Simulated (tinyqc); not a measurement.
Localisation in a chain with random site energies (transfer matrices): sweeps and comparisons. A value that a table varies takes the place of the one given here.

Hopping -t; leads with site energy 0, E = -2t cos(ka). psi_(j+1) = ((e_j - E)/t) psi_j - psi_(j-1), a product of matrices M_j = [[(e_j - E)/t, -1], [1, 0]]. For M = M_N ... M_1 the transmission is T = 4 sin^2(ka)/|M21 - M12 + M22 exp(ika) - M11 exp(-ika)|^2. Long samples draw e_j = W (x_j/2147483647 - 1/2) from x_j = 16807 x_(j-1) mod 2147483647, starting at x0. The localisation length xi, in sites, is defined by ln T = -2N/xi on average; weak disorder gives xi = 24 (4t^2 - E^2)/W^2, and the mean free path for backscattering is xi/2.

Numerical xi = N/ln sqrt(psi_(N+1)^2 + psi_N^2) for N = 20000 sites from psi_1 = 1, psi_0 = 0; its statistical error is about xi sqrt(xi/N).

Inputs chosen for the exercise: t = 0.6 eV (hopping); E = -0.19 eV (energy); x0 = 7126 (start of the number sequence); W = 1.2 eV (full width of the disorder).

## Localisation length against disorder

The same number sequence scaled by W.

xi (sites):

| W/t | W (eV) | numerical | error | weak disorder | strong: 1/(ln(W/2t) - 1) |
|---|---|---|---|---|---|
| 1.0 | 0.600 | 87.340 | 5.772 | 93.593 | - |
| 1.5 | 0.900 | 40.012 | 1.790 | 41.597 | - |
| 2.0 | 1.200 | 24.400 | 0.852 | 23.398 | - |
| 3.0 | 1.800 | 10.869 | 0.253 | 10.399 | - |
| 4.0 | 2.400 | 5.993 | 0.104 | 5.850 | - |
| 6.0 | 3.600 | 2.894 | 0.035 | 2.600 | - |
| 10.0 | 6.000 | 1.428 | 0.012 | 0.936 | 1.641 |
| 16.0 | 9.600 | 0.899 | 0.006 | 0.366 | 0.926 |

How do the results move?

At W = t the numerical value is 87.3 +/- 5.8 against 93.6, and at 2t 24.40 +/- 0.85 against 23.40. The weak-disorder formula is within 15 % for W/t = 1, 1.5, 2, 3, 4 and 6; at W = 16t it gives 0.37 and the strong-disorder form 0.93, against 0.90. All states of the chain are localised; disorder only sets the length.

## From ballistic to localised

200 samples of each length, cut one after another from the start of the sequence. Typical T = exp(mean ln T). Ohmic: 1/(1 + 2N/xi); localised: exp(-2N/xi), both with the weak-disorder xi.

Transmission:

| N | mean T | typical T | spread of ln T | ohmic | localised |
|---|---|---|---|---|---|
| 2 | 0.861 | 0.849 | 0.168 | 0.854 | 0.843 |
| 5 | 0.710 | 0.668 | 0.378 | 0.701 | 0.652 |
| 10 | 0.523 | 0.430 | 0.705 | 0.539 | 0.425 |
| 20 | 0.349 | 0.213 | 1.188 | 0.369 | 0.181 |
| 40 | 0.135 | 0.0329 | 2.042 | 0.226 | 0.0327 |
| 80 | 0.0432 | 0.00130 | 3.271 | 0.128 | 0.00107 |

What does this show?

With xi = 23.4 sites, mean and typical T are 0.710 and 0.668 at N = 5, and 0.0432 and 0.00130 at N = 80, where ln T scatters by 3.3. The slope of ln(typical T) between 40 and 80 sites gives xi = 24.8, uncertain by about 8 % from the scatter of 200 samples. At N = 80 the ohmic law gives 97.8 times the typical value: a single channel has no ohmic range beyond a mean free path, and the mean is carried by rare resonant samples.

## What each parameter does

Numerical and weak-disorder xi. Each row changes one parameter from the base and keeps the others.

Results:

| case | numerical xi (sites) | weak-disorder xi (sites) |
|---|---|---|
| base | 24.40 | 23.40 |
| t = 0.69 eV | 32.51 | 31.14 |
| E = -0.13 eV | 25.40 | 23.72 |
| W = 1.44 eV | 16.86 | 16.25 |
| x0 = 7127 | 23.42 | 23.40 |

What can be read from the table?

The largest shifts from the base row, up to three for each result and ties (the steps differ in size, so this ranks the rows, not the parameters). numerical xi (sites): t +8.11, W -7.54, E +1.00. weak-disorder xi (sites): t +7.74, W -7.15, E +0.32; unchanged at the printed digits by x0. A new x0 is another sample of the same disorder; its shift is one draw of the statistical scatter, about xi sqrt(xi/N); the other rows share one sample, so their errors are correlated.

Computed by tinyqc, a small Python program: `OMP_NUM_THREADS=1 python tinyqc.py 1450919 1450920 out.jsonl` (the numbers bound the seed that draws the inputs); one thread of a shared host (Intel(R) Xeon(R) Processor @ 2.30GHz), about 0.04 s for the whole set of steps.
